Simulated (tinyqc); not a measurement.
# Frequency dispersion of an accumulation capacitance by border traps, distributed model: effects of single changes

Traps spread evenly through the insulator exchange electrons with the semiconductor by tunnelling, with tau(x) = t0 exp(2 ka x) at depth x from the interface. The admittance per area Y seen at depth x obeys dY/dx = -Y^2/(i w eps0 eox) + q Nb ln(1 + i w tau)/tau, with Y(0) = i w Cs and w = 2 pi f; the gate sees Y(tox) = G + i w C. Working variable y = Y/(i w), in uF/cm^2. Cox = eps0 eox/tox.

Inputs (values chosen for the exercise); permittivity close to that of aluminium oxide: relative permittivity of the insulator eox = 8.72; insulator thickness tox = 9.2 nm; semiconductor capacitance in accumulation Cs = 1 uF/cm^2; density of border traps Nb = 3.2e19 cm^-3 eV^-1; decay constant of the wave function in the insulator ka = 4 1/nm; time constant of a trap at the interface t0 = 4e-10 s; frequency f = 1e5 Hz.

Constants: q = 1.602176634e-19 C, eps0 = 8.8541878128e-14 F/cm where lengths are in cm. Results are converted to the units shown.

Each table varies one quantity; the others keep the values above.

## Capacitance and loss against frequency

Cox; trap-free value 1/(1/Cox + 1/Cs); response depth d = ln(1/(w t0))/(2 ka), where w tau = 1; lumped estimate: all traps within d act as C_bt = q Nb d placed at d/2, so C = 1/{1/[1/(1/Cs + d/(2 eps0 eox)) + C_bt] + (tox - d/2)/(eps0 eox)}. C and G from a fine integration; dispersion -d C/d log10 f over C, from f times and over 1.1. For a broad spread of time constants G/w is close to -(pi/2) dC/d ln w.

The same in every row: trap-free C (uF/cm^2) = 0.4563.

Results:
```
f (Hz),d (nm),C (uF/cm^2),G/w (uF/cm^2),dispersion (% a decade),-(pi/2) dC/d ln w (uF/cm^2),lumped C (uF/cm^2)
10,2.187,0.6646,0.01679,3.698,0.01677,0.6449
100,1.900,0.6402,0.01662,3.800,0.01660,0.6231
10000,1.324,0.5916,0.01671,4.133,0.01668,0.5777
1e5,1.036,0.5669,0.01700,4.388,0.01697,0.5539
1e6,0.7483,0.5417,0.01750,4.728,0.01747,0.5289
1e7,0.4604,0.5156,0.01815,5.186,0.01824,0.5025
```

Estimate the missing row, f = 1000 Hz.

Computed row:
```
f (Hz),d (nm),C (uF/cm^2),G/w (uF/cm^2),dispersion (% a decade),-(pi/2) dC/d ln w (uF/cm^2),lumped C (uF/cm^2)
1000,1.612,0.6159,0.01659,3.942,0.01656,0.6007
```

With this row back in the table: C falls from 0.6646 to 0.5156 uF/cm^2, towards the trap-free 0.4563; each decade of frequency removes ln 10/(2 ka) = 0.288 nm from the response depth. The dispersion rises from 3.70 to 5.19 % a decade and G/w goes from 0.0168 through a minimum of 0.0166 (at f = 1000 Hz among the rows listed) to 0.0182 uF/cm^2. G/w lies between 0.995 and 1.00 times -(pi/2) dC/d ln w, the relation for a broad spread of time constants.

## Effect of the semiconductor capacitance in accumulation

Same model as above.

The same in every row: d (nm) = 1.036.

Effect of the semiconductor capacitance in accumulation:
```
Cs (uF/cm^2),C (uF/cm^2),G/w (uF/cm^2),dispersion (% a decade),-(pi/2) dC/d ln w (uF/cm^2),lumped C (uF/cm^2),trap-free C (uF/cm^2)
0.2,0.4253,0.03146,10.78,0.03128,0.4005,0.1615
0.39,0.4707,0.02634,8.168,0.02623,0.4501,0.2663
0.75,0.5342,0.01995,5.459,0.01989,0.5188,0.3961
1.4,0.6070,0.01372,3.311,0.01371,0.5964,0.5247
2.8,0.6863,0.008269,1.766,0.008267,0.6799,0.6457
5.4,0.7465,0.005062,0.9927,0.005055,0.7424,0.7263
10,0.7854,0.003410,0.6340,0.003397,0.7825,0.7742
20,0.8121,0.002467,0.4421,0.002449,0.8099,0.8054
```

What does the table show?

As Cs goes from 0.2 to 20, C rises from 0.425 to 0.812 uF/cm^2, the dispersion falls from 10.8 to 0.442 % a decade and G/w falls from 0.0315 to 0.00247 uF/cm^2. The lumped estimate is 5.8 % below C in the first row and 0.28 % below it in the last. The same traps disperse C more when Cs is small, since they then add to the weaker series term.

Computed by the program tinyqc: `OMP_NUM_THREADS=1 python tinyqc.py 2202114 2202115 out.jsonl`, one thread of a shared Intel Xeon 2.30GHz, about 0.5 s for the whole run.
